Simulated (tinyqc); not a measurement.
Resistance of a source-drain extension with a graded tip: two steps of the calculation.

y runs along the channel, the gate covers y > 0. The doping is N0 for y < y0 and N0 10^(-(y - y0)/la) beyond, uniform over the depth xj. Sheet conductance s(y) = q mu(N) max(N - Nch, 0) xj + (for y > 0) ma Cox Vo, with mu(N) = u0 + (u1 - u0)/(1 + (N/Nr)^au) and Cox = eps0 eox/tox. Current is taken as one-dimensional; depletion of the tip, spreading and the contact are left out. The metallurgical junction lies at yj, where N = Nch.

Parameters, values chosen for the exercise; mobility law close to that of electrons in silicon:
- eox = 3.9 (relative permittivity of the gate insulator (close to silicon dioxide))
- tox = 1.8 nm (insulator thickness)
- N0 = 3e20 cm^-3 (active doping of the extension far from the gate)
- la = 2 nm/decade (lateral abruptness)
- y0 = 2.5 nm (position under the gate where the fall begins (gate edge at 0))
- xj = 24 nm (depth of the extension)
- Nch = 2.6e18 cm^-3 (channel doping)
- Vo = 0.78 V (gate overdrive)
- ma = 200 cm^2/(V s) (mobility of the gate-induced layer)
- u1 = 1414 cm^2/(V s) (mobility at low doping)
- u0 = 68.5 cm^2/(V s) (mobility at high doping)
- Nr = 9.2e16 cm^-3 (reference doping)
- au = 0.711 (exponent)
- Lg = 50 nm (gate length)

Constants: q = 1.602176634e-19 C, eps0 = 8.8541878128e-14 F/cm where lengths are in cm. Results are converted to the units shown.

Question 1. Sheet resistances and junction position. yj = y0 + la log10(N0/Nch); sheet resistance of the full extension 1/[q mu(N0)(N0 - Nch) xj] and of the gate-induced layer 1/(ma Cox Vo); metallurgical length Lg - 2 yj; ye is where the doped and the gate-induced conductances are equal.

Give: yj; sheet resistance of the extension; sheet resistance of the induced layer; metallurgical length; ye; N at ye.

Answer 1.

yj = 6.6243 nm
sheet resistance of the extension = 120.18 ohm/square
sheet resistance of the induced layer = 3341.4 ohm/square
metallurgical length = 36.751 nm
ye = 5.5243 nm
N at ye = 9.2255e18 cm^-3

The gate takes over 1.10 nm before the junction, where N is still 3.55 times the channel doping.

Question 2. Resistance of the overlapped part. Midpoint rule on 11 equal steps from 0 to yj: R_ov = sum h/s(y), per width.

Wanted: y; N; doped conductance; sheet resistance; R_ov.

Answer 2.

```
point	y (nm)	N (cm^-3)	doped conductance (uS)	sheet resistance (ohm/square)
0	0.30110	3.0000e20	8320.7	116.01
1	0.90331	3.0000e20	8320.7	116.01
2	1.5055	3.0000e20	8320.7	116.01
3	2.1077	3.0000e20	8320.7	116.01
4	2.7099	2.3559e20	6589.9	145.16
5	3.3121	1.1777e20	3399.4	270.37
6	3.9144	5.8877e19	1773.8	482.38
7	4.5166	2.9433e19	932.86	811.60
8	5.1188	1.4714e19	484.46	1275.9
9	5.7210	7.3558e18	229.80	1890.1
10	6.3232	3.6773e18	66.118	2736.8
```

R_ov = 4.8637 ohm um

Computed by the program tinyqc: `OMP_NUM_THREADS=1 python tinyqc.py 2282069 2282070 out.jsonl`, one thread of a shared Intel Xeon 2.30GHz, about 0.03 s for the whole run.
